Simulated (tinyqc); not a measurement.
Inside a calculation. Method: lattice vibrations of a chain. One step of it, computed by the program tinyqc.

Question. Dynamical matrix at q = 0.16. q is in units of 2 pi/a. A spring k from atom i to atom j, n cells on, adds k to Phi_ii and Phi_jj, -k exp(2 pi i q n) to Phi_ij and the conjugate to Phi_ji (for one atom a cell: 2k (1 - cos 2 pi q n)); D_ij = Phi_ij / sqrt(m_i m_j).

A chain moving along its axis:

| atom | mass (u) | spring to the next atom (eV/angstrom^2) |
|---|---|---|
| 1 | 93.700000 | 3.500000 |
| 2 | 35.700000 | 14.300000 |
| second neighbours | - | 1.400000 |

Give: D(q).

Answer.

D(q) (eV/(angstrom^2 u)):
```
               1              2
1          0.204  -0.193+0.209i
2  -0.193-0.209i          0.535
```
